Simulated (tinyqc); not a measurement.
Scattering mobility, thermal velocity and mass from two apparent mobilities.

Problem. 1/mu_app = 1/mu_0 + 1/mu_B with the ballistic mobility mu_B = vT L/(2 Vt) and vT = sqrt(2 kB T/(pi m)) (non-degenerate carriers); the mean free path is 2 Vt mu_0/vT. Find mu_0, vT, m and the mean free path.

Parameters, values chosen for the exercise:

| symbol | value | unit | meaning |
|---|---|---|---|
| T | 300 | K | temperature |

Constants: q = 1.602176634e-19 C, kB = 1.380649e-23 J/K, m0 = 9.1093837015e-31 kg, Vt = kB T/q. Results are converted to the units shown.

apparent mobility at L = 40 and 400 nm (cm^2/(V s)): 511.16292  986.37407

Answer. 1/mu_app is linear in 1/L: the slope is 2 Vt/vT and the intercept 1/mu_0.

mu_0 = 1.10e3 cm^2/(V s)
vT = 1.23e7 cm/s
m = 0.190 m0
mean free path = 46.1 nm

Numbers from tinyqc (`OMP_NUM_THREADS=1 python tinyqc.py 2380125 2380126 out.jsonl`; about 0.01 s on one thread of a shared Intel Xeon 2.30GHz).
